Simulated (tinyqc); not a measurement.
Interface traps by the conductance method, a continuum of levels: two steps of the calculation.

MOS capacitor on an n-type substrate; psi is the band bending, negative in depletion; only majority carriers are counted. The traps exchange electrons with the conduction band; their admittance lies in parallel with Cd, and that pair in series with Cox and Rs. w = 2 pi f.

Inputs (values chosen for the exercise); band and dielectric values close to those of silicon:
```
symbol,value,unit,meaning
T,350,K,temperature
eps_r,11.9,,relative permittivity
Nd,4.2e16,cm^-3,donor density
EOT,1.9,nm,equivalent oxide thickness
ps,-0.232,V,band bending psi
sn,1.2e-17,cm^2,capture cross-section for electrons
vth,2.5e7,cm/s,thermal velocity
Dit,9.8e10,cm^-2 eV^-1,interface trap density
f,1100,Hz,signal frequency
```

Constants: q = 1.602176634e-19 C, kB = 1.380649e-23 J/K, Vt = kB T/q, eps0 = 8.8541878128e-14 F/cm where lengths are in cm. Results are converted to the units shown.

Problem 1. Capacitances and time constant. Cox = 3.9 eps0/EOT, LD = sqrt(eps0 eps_r Vt/(q Nd)), u = psi/Vt, Cd = (eps0 eps_r/(sqrt(2) LD)) |exp(u) - 1|/sqrt(exp(u) - u - 1); ns = Nd exp(u); tau = 1/(sn vth ns), Cit = q Dit (Dit per eV).

Give: Cox; Cd; ns; tau; Cit.

Solution 1.

Cox = 1817 nF/cm^2
Cd = 132.5 nF/cm^2
ns = 1.917e13 cm^-3
tau = 1.739e-4 s
Cit = 15.70 nF/cm^2

Problem 2. Parallel conductance and capacitance. With x = w tau: Gp/w = Cit ln(1 + x^2)/(2 x), Cp = Cd + Cit arctan(x)/x.

Cd = 132.46365 nF/cm^2
tau = 1.7389313e-4 s
Cit = 15.701331 nF/cm^2

Wanted: x; Gp/w; Cp.

Solution 2.

x = 1.2019
Gp/w = 5.8386 nF/cm^2
Cp = 143.92 nF/cm^2

The peak of Gp/w lies at x = 1.98 with the height 0.402 Cit; this frequency gives 0.372 Cit.

Numbers from tinyqc (`OMP_NUM_THREADS=1 python tinyqc.py 2030113 2030114 out.jsonl`; about 0.02 s on one thread of a shared Intel Xeon 2.30GHz).
